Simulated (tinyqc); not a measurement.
## Index and thickness from Psi and Delta

Problem. Air (index 1), film, substrate with N2 = n2 - i k2; time factor exp(+i w t). q_j = sqrt(N_j^2 - sin^2 th), root with positive real part. Fresnel coefficients r_s = (q_a - q_b)/(q_a + q_b), r_p = (N_b^2 q_a - N_a^2 q_b)/(N_b^2 q_a + N_a^2 q_b). tan(Psi) exp(i Delta) = R_p/R_s, Delta taken from 0 to 360 degrees. beta = 2 pi d q1/lam, X = exp(-2 i beta), R = (r01 + r12 X)/(1 + r01 r12 X) for p and s. The film is transparent, with 1.15 < n1 < 2.9 and d under half a period. Find n1, d and the period.

Values chosen for this exercise: wavelength lam = 800 nm; angle of incidence th = 65 degrees; index of the substrate n2 = 3.692; extinction coefficient of the substrate k2 = 0.0065.

Psi = 31.595124 degrees
Delta = 87.827839 degrees

Answer. Two measured angles fix two unknowns; a search from many starts finds one solution in the range given. Thicker films with d plus a multiple of the period give the same angles.

n1 = 1.65
d = 91.0 nm
period = 291 nm

Computed by the program tinyqc: `OMP_NUM_THREADS=1 python tinyqc.py 2870132 2870133 out.jsonl`, one thread of a shared Intel Xeon 2.30GHz, about 0.3 s for the whole run.
